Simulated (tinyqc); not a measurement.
# Octagonal on-chip spiral inductor, lumped pi model: two studies

Outer diameter do = di + 2 n wd + 2 (n - 1) sp, mean da = (do + di)/2, fill p = (do - di)/(do + di), length l = 3.314 n da. L = 2.25 mu0 n^2 da/(1 + 3.55 p), mu0 = 4 pi 1e-7 H/m. Rs = rho l/(wd delta (1 - exp(-th/delta))), delta = sqrt(rho/(pi f mu0)). Cs = n wd^2 eps0 eo/hu across the coil. At each end Cox = l wd eps0 eo/(2 ho) leads to the substrate branch Rsi = 2 rs he/(l wd) in parallel with Csi = l wd eps0 11.7/(2 he). With one end grounded Y = 1/(Rs + i w L) + i w Cs + 1/[1/(i w Cox) + 1/(1/Rsi + i w Csi)], w = 2 pi f; Q = -Im Y/Re Y. Eddy currents in neighbouring turns and in the substrate are left out.

Parameters, values chosen for the exercise; values of the order met in silicon radio-frequency processes:
```
symbol,value,unit,meaning
n,1.5,,number of turns
wd,6,um,line width
sp,1.5,um,space between turns
di,100,um,inner diameter
th,2,um,metal thickness
rho,2.2,uohm cm,metal resistivity
ho,8.7,um,oxide below the coil
hu,0.9,um,oxide between coil and underpass
eo,3.9,,relative permittivity of the oxide
rs,10,ohm cm,substrate resistivity
he,30,um,effective spreading depth in the substrate
f,1.7,GHz,frequency
```

Constants: eps0 = 8.8541878128e-12 F/m. Results are converted to the units shown.

Each table varies one quantity; the others keep the values above.

## Quality factor against frequency

Apparent inductance Im(1/Y)/w; share of the loss Re(substrate branch)/Re Y.

Results:
```
f (GHz)  Rs (ohm)  w L/Rs       Q  apparent inductance (nH)  loss in the substrate (%)
1.6        1.6301  3.2735  3.2715                   0.53100                   0.014216
2.6        1.8343  4.7272  4.7178                   0.53135                   0.078015
4.3        2.1237  6.7527  6.7047                   0.53225                    0.40862
7          2.5087  9.3060  9.0871                   0.53431                     1.6508
11         2.9906  12.267  11.504                   0.53874                     4.7344
19         3.7880  16.728  13.992                   0.55319                     12.694
31         4.7607  21.717  14.556                   0.59243                     24.999
82         7.6771  35.623  3.9454                    1.7958                     60.153
```

Estimate the missing row, f = 50 GHz.

Computed row:
```
f (GHz)  Rs (ohm)  w L/Rs       Q  apparent inductance (nH)  loss in the substrate (%)
50         6.0070  27.760  11.846                   0.72377                     41.475
```

With this row back in the table: Q goes from 3.27 through a maximum of 14.6 (at f = 31 GHz among the rows listed) to 3.95; the exact peak is 14.7 at 27.3 GHz and Q reaches zero at the self-resonance, 96.6 GHz. The share of the substrate rises from 0.0142 to 60.2 %, and the apparent inductance ends at 3.38 times L. At the peak the substrate takes 21.3 % of the loss. For f = 50, 82 the coil is longer than 0.15 of a wavelength in the oxide, where one lumped section is rough.

## Effect of the line width

Same model as above.

Peak Q and its frequency from a search over f; self-resonance where Im Y = 0; Q at the given f (negative beyond resonance).

Effect of the line width:
```
wd (um)  L (nH)  do (um)  peak Q  f of the peak (GHz)  self-resonance (GHz)  Q at f
2        0.5850    107.5   9.517                68.71                 191.0   1.333
4        0.5546    113.5   12.79                39.07                 125.7   2.456
6        0.5308    119.5   14.66                27.31                 96.58   3.429
9        0.5038    128.5   16.40                18.84                 72.99   4.687
13       0.4788    140.5   17.87                13.40                 55.72   6.108
18       0.4589    155.5   19.12                9.989                 43.23   7.620
25       0.4437    176.5   20.36                7.551                 32.92   9.435
```

As wd goes from 2 to 25, L falls from 0.585 to 0.444 nH, the peak Q rises from 9.52 to 20.4, its frequency falls from 68.7 to 7.55 GHz and the self-resonance falls from 191 to 32.9 GHz.

tinyqc, about 0.01 s, one thread, Intel Xeon 2.30GHz (shared host): `OMP_NUM_THREADS=1 python tinyqc.py 2302139 2302140 out.jsonl`
